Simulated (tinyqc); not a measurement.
Deep level with several charge states, and Shockley-Read-Hall recombination, step by step. Values are carried at full precision from step to step, so a last printed digit may differ when a step is redone from the rounded ones.

Energies from Ev. The defect has charge states +1, 0, -1 with weights 1, gm exp((EF - E1)/kT), exp((2 EF - E1 - E2)/kT); the shares are the weights over their sum. Boltzmann carriers: n = Nc exp((EF - Eg)/kT), p = Nv exp(-EF/kT). Neutrality: p - n + Nd + Nt <q> = 0.

Constants: kB = 8.617333262e-05 eV/K.

Inputs chosen for the exercise (gap and densities of states near those of SiC at this temperature; shifted at random, so the results belong to these values and not to a real crystal): Eg = 3.247 eV (gap); Nc = 1.86e+19 1/cm^3 (conduction-band density of states); Nv = 3.3e+19 1/cm^3 (valence-band density of states); T = 300 K; E1 = 1.078 eV (level (+1/0) above Ev); E2 = 2.698 eV (level (0/-1) above Ev); gm = 2 (degeneracy of the middle state, the others 1); Nt = 1e+14 1/cm^3 (defects); Nd = 2.6e+14 1/cm^3 (ionised shallow donors minus acceptors); E_try = 1.114 eV (trial Fermi level); Et = 1.078 eV (recombination level above Ev); sn = 1.4e-15 cm^2 (electron capture cross-section); sp_ = 7.1e-16 cm^2 (hole capture cross-section); vth = 25000000 cm/s (thermal velocity, both carriers); Nm = 9.8e+15 1/cm^3 (equilibrium electrons for the lifetime steps); dn = 4.7e+12 1/cm^3 (excess pairs).

## Charge states at a trial Fermi level

Form the exponents, the shares, the mean charge and the residual of neutrality at EF = E_try.

exponents of the second and third weights: 1.393  -59.879

shares: +1 0.1105, 0 0.8895, -1 0.0000

<q> = 0.1105

n, p (1/cm^3): 2.73e-17  6.37

residual = 2.71e+14 1/cm^3

The residual is positive, so EF must rise.

## The neutral state

Solve for EF.

EF = 2.9455 eV

shares at EF: +1 0.000, 0 0.000, -1 1.000

n = 1.60e+14 1/cm^3
p = 1.09e-30 1/cm^3

Without the defects the majority density would be 2.60e+14 1/cm^3; with them the density of these carriers is 1.60e+14, so they compensate part of the doping. Most defects are in the state -1.

## Recombination through one level

One level at Et with degeneracy 1: tn = 1/(sn vth Nt), tp = 1/(sp_ vth Nt), n1 = Nc exp((Et - Eg)/kT), p1 = Nv exp(-Et/kT), ni^2 = n1 p1. Equilibrium n0 = Nm, p0 = ni^2/Nm; n = n0 + dn, p = p0 + dn. U = (n p - ni^2)/(tp (n + n1) + tn (p + p1)), lifetime dn/U; emission rates en = sn vth n1, ep = sp_ vth p1.

Evaluate each quantity.

tn, tp (microsecond): 0.2857  0.5634

n1, p1 (1/cm^3): 6.79e-18  25.6

U = 8.34e+18 1/(cm^3 s)
lifetime = 0.564 microsecond

The lifetime is 1.000 times the minority capture time tp and 0.664 times tn + tp, the limit of high injection.

## Emission and generation in a depleted region

With n = p = 0 the level generates pairs at G = Nt en ep/(en + ep); generation lifetime tg = ni/G; current density e G W for a width W = 1 micrometre, e = 1.602176634e-19 C.

en, ep (1/s): 2.38e-25  4.55e-07

G = 2.38e-11 1/(cm^3 s)
tg = 5.55e+08 microsecond
current density = 3.81e-34 A/cm^2

The slower step, electron emission, limits the rate: en/ep = 5.22e-19.

## Checks

- U against hole capture minus emission at the steady occupation of the level (1/(cm^3 s)): both 8.340e+18.

(tinyqc, `OMP_NUM_THREADS=1 python tinyqc.py 1682783 1682784 out.jsonl`, Intel(R) Xeon(R) Processor @ 2.30GHz, 1 thread, shared host, about 0.01 s.)
